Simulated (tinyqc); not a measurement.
Length of a molecular wire: coherent transport through a tight-binding bridge. Computed by the program tinyqc. 

A uniform bridge between two chains:
```
parameter                        value
site energy (eV)              3.810000
hopping in the bridge (eV)    1.040000
lead hopping (eV)             2.020000
couplings (eV)              0.72, 1.06
E (eV)                        0.440000
```

T = Gamma_L Gamma_R |G_1n|^2 with the self-energies of semi-infinite chains.

Transmission against length:
```
sites           T      ln T
2      5.2402e-03   -5.2514
3      6.2384e-04   -7.3796
4      7.4416e-05   -9.5058
5      8.8791e-06  -11.6318
6      1.0595e-06  -13.7578
7      1.2642e-07  -15.8837
8      1.5084e-08  -18.0096
9      1.7998e-09  -20.1356
10     2.1476e-10  -22.2615
```

E lies outside the band of the bridge (|E - e|/2h = 1.620 > 1), so T decays as exp(-beta n) with beta = 2 arccosh(1.620) = 2.1259 a site; the last two rows give 2.1259.
